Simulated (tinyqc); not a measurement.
What each parameter does: strained quantum well: band edges, subbands and transparency.

Growth on (001), barriers unstrained: tr(e) = e (2 - nu2), Z = b e (1 + nu2); Ec = Ev + Eg + ac tr(e), E_HH = Ev + av tr(e) + Z, E_LH = Ev + av tr(e) - Z (coupling to the split-off band left out).

Masses along z: me, 1/(g1 - 2 g2) for HH, 1/(g1 + 2 g2) for LH, likewise in the barrier; in the plane me, 1/(g1 + g2) for HH and 1/(g1 - g2) for LH (no mixing, which understates the hole masses away from k = 0). Level n solves k L + 2 atan[(k/m)/(kappa/mb)] = n pi, k = sqrt(m E/c), kappa = sqrt(mb (V - E)/c), c = hbar^2/2m0.

Transparency (Bernard-Duraffourg): Fc - Fv equals the lowest transition energy with n = p, n = sum m/(2 pi c) kB T ln(1 + exp((Fc - E)/kB T)) and p likewise over the listed subbands; c = hbar^2/2m0, 1/angstrom^2 = 1e16/cm^2.

Constants: hbar^2/2m0 = 3.80998211 eV angstrom^2; kB = 8.617333262e-05 eV/K; hc = 1239.841984 eV nm.

Parameters, chosen for this exercise (near those of an InGaAs/AlGaAs well; not measured data):
- e = -0.0106 (strain in the plane)
- nu2 = 0.944 (2 C12/C11)
- Eg = 1.201 eV (unstrained gap of the well)
- Ev = -0.769 eV (its valence edge)
- ac = -6.86 eV
- av = 1.14 eV (Ev moves by av tr(e))
- b = -1.97 eV (shear potential)
- Egb = 1.664 eV (gap of the barrier)
- Evb = -0.905 eV (its valence edge)
- L = 92 angstrom (well width)
- me = 0.0597 m0 (electron mass)
- g1 = 8.93 (gamma1)
- g2 = 3.03 (gamma2)
- meb = 0.084 m0
- g1b = 6.3
- g2b = 1.8
- T = 300 K (temperature)

Edge wavelength, hh1 - lh1 and n_tr. Each row changes one parameter from the base and keeps the others.

Results:

| case | wavelength (nm) | hh1 - lh1 (meV) | n_tr (1e12/cm^2) |
|---|---|---|---|
| base | 956.5 | 95.0 | 0.657 |
| L = 84 angstrom | 951.7 | 96.0 | 0.636 |
| e = -0.0126 | 950.2 | 109.0 | 0.651 |
| Eg = 1.181 eV | 970.8 | 95.0 | 0.656 |
| b = -2.27 eV | 961.0 | 106.5 | 0.651 |
| ac = -6.17 eV | 962.0 | 95.0 | 0.656 |
| me = 0.0657 m0 | 957.7 | 95.0 | 0.695 |
| g1 = 9.47 | 955.7 | 94.1 | 0.631 |
| T = 340 K | 956.5 | 95.0 | 0.776 |

The largest shifts from the base row, up to three for each result and ties (the steps differ in size, so this ranks the rows, not the parameters). wavelength (nm): Eg +14.3, e -6.3, ac +5.5; unchanged at the printed digits by T. hh1 - lh1 (meV): e +14.0, b +11.6, L +1.0; unchanged at the printed digits by Eg, ac, me and T. n_tr (1e12/cm^2): T +0.120, me +0.039, g1 -0.026.

Computed by tinyqc, a small Python program: `OMP_NUM_THREADS=1 python tinyqc.py 1282571 1282572 out.jsonl` (the numbers bound the seed that draws the inputs); one thread of a shared host (Intel(R) Xeon(R) Processor @ 2.30GHz), about 0.02 s for the whole set of steps.
